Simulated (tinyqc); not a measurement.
Silicon n-p-n transistor, Gummel numbers and transit times: one step of the calculation.

One-dimensional n-p-n transistor in the forward active mode at low injection. In the base p(x) = NB exp(-eta x/wb) and ni(x)^2 = ni^2 exp((g0 + g1 x/wb)/Vt); electrons leave the base at vsat; band spikes at the emitter junction and recombination inside the emitter are ignored.

Problem. Gain, Early voltage and collector delay. ni = sqrt(Nc Nv) exp(-Eg/(2 Vt)), Eg in volts; GE = NE exp(-gE/Vt)(we/Dp + 1/Se); JC = J0 exp(VBE/Vt), J0 = q ni^2/GB; gain limited by back injection GE/GB, by base recombination tb/tauB, together 1/beta = the sum of the inverses; collector layer one-sided, Wc = sqrt(2 eps0 eps_r (Vbc + VCB)/(q NC)), Vbc = Vt ln(p(wb) NC/ni^2), Cjc = eps0 eps_r/Wc; Early voltage VA = GB q p(wb)/(f(wb) Cjc [1/Dn - (eta + g1/Vt)/(wb vsat)]), f(wb) = p(wb) exp(-(g0 + g1)/Vt), p(wb) = NB exp(-eta); tauC = Wc/(2 vsat).

Inputs (values chosen for the exercise); band and dielectric values close to those of silicon:
- T = 300 K (temperature)
- Eg = 1.1 eV (band gap)
- eps_r = 11.8 (relative permittivity)
- Nc = 2.77e19 cm^-3 (conduction-band density of states at T)
- Nv = 2.63e19 cm^-3 (valence-band density of states at T)
- vsat = 9.83e6 cm/s (saturation velocity)
- wb = 160 nm (neutral base width)
- NB = 5.5e17 cm^-3 (base doping at the emitter edge)
- eta = 0 (doping falls as exp(-eta x/wb))
- g0 = 0 eV (gap reduction at the emitter edge of the base)
- g1 = 0 eV (further gap reduction across the base (linear))
- Dn = 8.5 cm^2/s (electron diffusion coefficient in the base)
- NE = 2.9e20 cm^-3 (emitter doping)
- gE = 0.125 eV (gap reduction in the emitter (negative: wider gap))
- we = 160 nm (neutral emitter width)
- Dp = 1.4 cm^2/s (hole diffusion coefficient in the emitter)
- Se = 50000 cm/s (recombination velocity at the emitter contact)
- tb = 6e-8 s (electron lifetime in the base)
- NC = 9e15 cm^-3 (collector doping)
- VCB = 0.4 V (collector-base reverse bias)

Constants: q = 1.602176634e-19 C, kB = 1.380649e-23 J/K, Vt = kB T/q, eps0 = 8.8541878128e-14 F/cm where lengths are in cm. Results are converted to the units shown.

GB = 1.0912453e12 s/cm^4
tauB = 16.686494 ps

Find: ni; GE; J0; GE/GB; tb/tauB; beta; Wc; Cjc; VA; tauC.

Solution.

ni = 1.555e10 cm^-3
GE = 7.241e13 s/cm^4
J0 = 3.548e-11 A/cm^2
GE/GB = 66.36
tb/tauB = 3596
beta = 65.16
Wc = 415.7 nm
Cjc = 0.2513 fF/um^2
VA = 59.13 V
tauC = 2.114 ps

The gain is limited more by back injection into the emitter. beta VA = 3850 V.

Range of the model: Heavy doping makes emitter or base degenerate; gE and g0 are to be read as apparent gap changes that include this.

Computed by the program tinyqc: `OMP_NUM_THREADS=1 python tinyqc.py 2320032 2320033 out.jsonl`, one thread of a shared Intel Xeon 2.30GHz, about 0.01 s for the whole run.
